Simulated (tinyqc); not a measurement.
p-type polysilicon, carrier trapping at grain boundaries: one step of the calculation.

One-dimensional grains of size Lg, uniform ionised doping N, monovalent traps Qt at each boundary at a depth Et below (for electrons) or above (for holes) the band edge there, abrupt depletion of width W on each side of a boundary, Boltzmann statistics. xi is the distance from the band edge at the grain centre to the Fermi level. Trapped charge Qt/(1 + exp((xi + VB - Et)/Vt)) = 2 N W, barrier VB = q N W^2/(2 eps0 eps_r).

Task. Resistivity and effective mobility. n0 = NB exp(-xi/Vt); mean density n0 (1 - 2 W/Lg) by charge balance in a partly depleted grain, and n0 (sqrt(pi)/2) erf(u)/u with u = sqrt(VB/Vt) in a fully depleted one; v = sqrt(kB T/(2 pi ms m0)); barrier resistivity Vt exp(VB/Vt)/(q fe n0 v Lg); grain resistivity (1 - 2 W/Lg)/(q n0 mug); effective mobility 1/(q mean density total resistivity).

Inputs (values chosen for the exercise); values of the order met in polycrystalline silicon: temperature T = 350 K; valence-band density of states at T NB = 3.34e19 cm^-3; grain size Lg = 90 nm; mass for thermionic emission ms = 0.57 m0; correction factor of the emission rate fe = 0.12; mobility inside the grains mug = 150 cm^2/(V s).

Constants: q = 1.602176634e-19 C, kB = 1.380649e-23 J/K, m0 = 9.1093837015e-31 kg, Vt = kB T/q. Results are converted to the units shown.

W = 45 nm
xi = 0.32152949 V
VB = 0.10961472 V

Give: n0; mean density; v; barrier resistivity; grain resistivity; resistivity; effective mobility.

Result.

n0 = 7.8330e14 cm^-3
mean density = 3.6158e14 cm^-3
v = 3.8486e6 cm/s
barrier resistivity = 2190.1 ohm cm
grain resistivity = 0.0000 ohm cm
resistivity = 2190.1 ohm cm
effective mobility = 7.8819 cm^2/(V s)

The resistivity is 3680 times that of a single crystal with the same N and mobility mug, and the mean density is 0.517 % of N.

Computed by the program tinyqc: `OMP_NUM_THREADS=1 python tinyqc.py 2830042 2830043 out.jsonl`, one thread of a shared Intel Xeon 2.30GHz, about 0.01 s for the whole run.
